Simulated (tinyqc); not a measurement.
Deep-level transient spectroscopy: two steps of the calculation.

Schottky contact on an n-type layer with shallow donors Nd (all ionised) and a donor-like deep trap, neutral when filled and positive when empty; depletion approximation. Traps within lam of the depletion edge stay filled. A long pulse to Vp fills the traps beyond x1 = Wp - lam; back at Vr those between x1 and x2 = Wr - lam emit. A rate window reads S = C(t2) - C(t1).

Values chosen for this exercise; material values close to those of silicon: relative permittivity eps_r = 11.5; conduction-band density of states at 300 K Nc = 2.78e19 cm^-3; thermal velocity at 300 K vth = 2.2e7 cm/s; shallow donor density Nd = 2.8e15 cm^-3; built-in voltage Vbi = 0.63 V; depth of the trap below the conduction edge Et = 0.49 eV; capture cross-section sn = 3.1e-14 cm^2; trap density Nt = 3.4e13 cm^-3; reverse bias Vr = 4.8 V; reverse bias during the filling pulse Vp = 0 V; temperature of the transient T = 254 K.

Constants: q = 1.602176634e-19 C, kB = 1.380649e-23 J/K, eps0 = 8.8541878128e-14 F/cm where lengths are in cm. Results are converted to the units shown.

Problem 1. Widths. lam = sqrt(2 eps0 eps_r (EF - ET)/(q Nd)), EF - ET = Et - (kB T/q) ln(Nc(T)/Nd), Nc(T) = Nc (T/300 K)^1.5. In the steady state at the band bending V, 2 eps0 eps_r V/q = Nd W^2 + Nt (W - lam)^2 (the second term only if W > lam). V = Vbi + Vr gives Wr and V = Vbi + Vp gives Wp; x1 = max(Wp - lam, 0).

Wanted: lam; Wr; Wp; x1; x2; G = (x2^2 - x1^2)/Wr^2.

Solution 1.

lam = 365.34 nm
Wr = 1564.4 nm
Wp = 534.45 nm
x1 = 169.11 nm
x2 = 1199.1 nm
G = (x2^2 - x1^2)/Wr^2 = 0.57580

Problem 2. Peak temperature. Fixed-point step for en(T) = ew: T(new) = (Et q/kB)/ln(sn g T^2/ew), g = vth Nc/(300 K)^2.

ew = 610.86049 1/s
T at the start = 300 K

Wanted: T after step 1.

Solution 2.

T after step 1 = 235.4 K

tinyqc, about 0.01 s, one thread, Intel Xeon 2.30GHz (shared host): `OMP_NUM_THREADS=1 python tinyqc.py 2050040 2050041 out.jsonl`
